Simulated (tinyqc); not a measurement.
Read current of a NAND string, cells in series solved by shooting: one step of the calculation.

Cells in series, numbered from 0 at the source line (0 V) to the bit line, each followed by a gap resistance Rg. A cell with gate Vg, threshold VT, source Vs and drain Vd passes I = 2 nf K Vt^2 [F(Vs) - F(Vd)]/(1 + th max(Vg - VT, 0)), F(V) = ln^2(1 + exp((Vg - VT - nf V)/(2 nf Vt))). The selected cell has Vg = Vr, the others Vg = Vp.

Task. Node voltages for a trial current. For a trial current I start at 0 V and, cell by cell (the selected one is cell 1), solve for the drain: sqrt(F(Vd)) = sqrt(F(Vs) - I/k), k = 2 nf K Vt^2/(1 + th max(Vg - VT, 0)), Vd = [Vg - VT - 2 nf Vt ln(exp(sqrt F) - 1)]/nf, then add I Rg.

Parameters, values chosen for the exercise; values of the order met in vertical NAND strings: temperature T = 358 K; gain factor of a cell K = 28 uA/V^2; slope factor nf = 2; mobility reduction factor th = 0.19 1/V; resistance of the gap between cells Rg = 4.3 kohm; bit-line voltage Vbl = 0.3 V; pass voltage Vp = 5.8 V; read voltage on the selected word line Vr = 2.98 V.

Constants: q = 1.602176634e-19 C, kB = 1.380649e-23 J/K, Vt = kB T/q. Results are converted to the units shown.

first trial current = 1.3 uA

| cell | thresholds from the source end (V) |
|---|---|
| 0 | -2.1 |
| 1 | 2.1 |
| 2 | 4.1 |
| 3 | -2.1 |
| 4 | -2.1 |
| 5 | -2.1 |

Give: node voltage after each cell and gap, trial 1.

Result.

| cell | node voltage after each cell and gap, trial 1 (V) |
|---|---|
| 0 | 0.02032 |
| 1 | 0.09652 |
| 2 | 0.1440 |
| 3 | 0.1649 |
| 4 | 0.1859 |
| 5 | 0.2069 |

Program tinyqc, `OMP_NUM_THREADS=1 python tinyqc.py 2142062 2142063 out.jsonl`; Intel Xeon 2.30GHz, shared host, one thread, about 0.4 s.
